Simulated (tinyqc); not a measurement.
## Length offset and series resistance from crossing lines

Inverse problem. R_total = Rs + k (L - dL)/Vo with constant Rs, dL and k. Find k, dL and Rs.

R_total at (L, Vo) = (60, 0.33), (180, 0.33), (60, 0.7) and (180, 0.7), L in nm and Vo in V (ohm um): [1046.8485, 3192.3030, 551.65714, 1563.0857]

Answer. At each overdrive R is a straight line in L with slope k/Vo; the two lines cross at L = dL, R = Rs.

k = 5.900 ohm um V/nm
dL = 7.600 nm
Rs = 110.0 ohm um

tinyqc, about 0.04 s, one thread, Intel Xeon 2.30GHz (shared host): `OMP_NUM_THREADS=1 python tinyqc.py 2282296 2282297 out.jsonl`
